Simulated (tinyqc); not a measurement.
Inside a calculation. Model: decay of LO phonons and the hot-phonon bottleneck in the cooling of electrons. Computed by tinyqc, a small Python program that keeps every step. Command: `OMP_NUM_THREADS=1 python tinyqc.py 3016829 3016830 out.jsonl hotphonon walk`. One thread of a shared host (Intel(R) Xeon(R) Processor @ 2.30GHz), about 0.01 s of CPU time with the checks. Intermediate numbers are printed to about 5 digits and carried at full precision; extremes and crossings named in words are read from the listed rows.

n(E, T) = 1/(exp(E/(k_B T)) - 1) is the Bose occupation. Electrons have a temperature T_e; the LO modes within their reach share one occupation N; the decay products stay at the lattice temperature.

Inputs (values chosen for the exercise, modelled on indium arsenide):
```
quantity                                             value    unit
LO energy hbar omega                                  29.7     meV
lifetime at T = 0, tau_0                               7.1      ps
weight b of the three-phonon channel                 0.093       -
lattice temperature T                                  300       K
electron mass m*                                    0.0257     m_0
eps_inf                                               12.6       -
static dielectric constant eps_s                      15.2       -
electron density n                                 9.7e+17  1/cm^3
density of LO modes that the electrons reach, N_m  6.8e+19  1/cm^3
power supplied per electron P                          1.6      nW
step factor                                              1       -
```

Decay channel: two equal phonons plus a three-phonon channel.

Constants: k_B = 8.617333262e-05 eV/K; c = 299792458 m/s; e^2/(4 pi eps_0) = 14.39964548 eV angstrom; hbar^2/(2 m_0) = 3.80998212 eV angstrom^2; hbar = 6.582119569e-16 eV s; e = 1.602176634e-19 C; k_B = 1.380649e-23 J/K.

## Lifetime and Raman width

Decay rate 1/tau = (1/tau_0) [1 + 2 n_2 + b (1 + 3 n_3 + 3 n_3^2)]/(1 + b), n_2 = n(hbar omega/2), n_3 = n(hbar omega/3). Full width Gamma = 1/(2 pi c tau) in 1/cm, c in cm/s.

thermal factor tau_0/tau = 5.0772

phonon lifetime tau = 1.3984 ps

Raman width Gamma = 3.7963 1/cm

equilibrium LO occupation N_0 = 0.46413

Stimulated decay shortens the lifetime by 80 %.

## Spontaneous emission time

Froehlich coupling alpha = (e^2/(4 pi eps_0)) (1/eps_inf - 1/eps_s) k_0/(2 hbar omega), k_0 = sqrt(m* hbar omega/(hbar^2/(2 m_0))); emission time tau_sp = hbar/(2 alpha hbar omega); bottleneck ratio r = (n/N_m) tau/tau_sp.

alpha = 0.046581

emission time tau_sp = 237.89 fs

bottleneck ratio r = 0.083854

r compares the rate at which electrons exchange quanta with a mode to its decay rate. Decay is much faster: hardly any bottleneck.

## Electron and phonon temperatures in closed form

Net emission per electron: [(N + 1) x - N]/tau_sp with x = exp(-hbar omega/(k_B T_e)), a simple two-level balance; steady state of the modes: n [(N + 1) x - N]/tau_sp = N_m (N - N_0)/tau; power per electron P = hbar omega [(N + 1) x - N]/tau_sp. With p = P tau_sp/(hbar omega): N = N_0 + r p and x = (p + N)/(N + 1); without hot phonons N = N_0. The mode temperature T_LO solves n(hbar omega, T_LO) = N.

reduced power p = 0.079988

LO occupation N = 0.47084

electron temperature T_e = 350.91 K

T_e without hot phonons = 348.19 K

mode temperature T_LO = 302.58 K

Hot phonons raise T_e by 3 K. T_LO stays near the lattice temperature. Caution: the electrons are degenerate; Pauli blocking and the Fermi energy, left out here, matter.

## The same balance by iteration

Eliminating N gives P(T_e) = (hbar omega/tau_sp) [(N_0 + 1) x - N_0]/[1 + r (1 - x)]. Newton steps on ln P against ln T_e, times the step factor, each limited to 0.7 in ln T_e and to keeping a fifth of T_e - T; start at 1.5 T; stop when |ln(P/P(T_e))| < 1e-9 or after 40 steps.

Iterations:
```
step  T_e (K)  P(T_e) (nW)  ln(P/P(T_e))
0      450.00       4.1459   -9.5213e-01
1      330.00       0.9694    5.0109e-01
2      346.04       1.4561    9.4211e-02
3      350.69       1.5934    4.1486e-03
4      350.91       1.6000    8.5269e-06
5      350.91       1.6000    3.6138e-11
```

converged (1 yes, 0 no) = 1

T_e from the iteration = 350.91 K

Converged at step 5.

## Energy relaxation with and without hot phonons

P(T_e) = (hbar omega/tau_sp) [(N_0 + 1) x - N_0]/[1 + r (1 - x)], and r = 0 without hot phonons; energy relaxation time tau_E = (3/2) k_B (T_e - T)/P.

Cooling:
```
T_e (K)  P, cold phonons (nW)  P, hot phonons (nW)   ratio  tau_E (ps)        N
330                    1.0221              0.96939  1.0543     0.64091  0.46820
380                    2.5403               2.4193  1.0500     0.68481  0.47428
450                    4.3320               4.1459  1.0449     0.74928  0.48151
600                    7.2054               6.9507  1.0366     0.89385  0.49327
800                    9.7519               9.4738  1.0294      1.0930  0.50385
1100                   12.125               11.858  1.0226      1.3972  0.51384
1600                   14.328               14.098  1.0163      1.9096  0.52323
2300                   15.927               15.744  1.0117      2.6309  0.53013
```

Reabsorption cuts the loss by a factor 1.05 at the lowest T_e and 1.01 at the highest; the factor is 1 + r (1 - x) with r = 0.0839. tau_E runs from 0.64 to 2.6 ps, with its shortest value, 0.64 ps, at T_e = 330 K, against tau_sp = 240 fs and a phonon lifetime of 1.4 ps. In the coldest rows the electrons are degenerate, so (3/2) k_B (T_e - T) overstates their excess energy. Pauli blocking is left out, as are upper valleys and non-parabolic bands, which can matter above about 1000 K.

Checks made by the program: iteration against the closed form (relative difference below 1e-10).
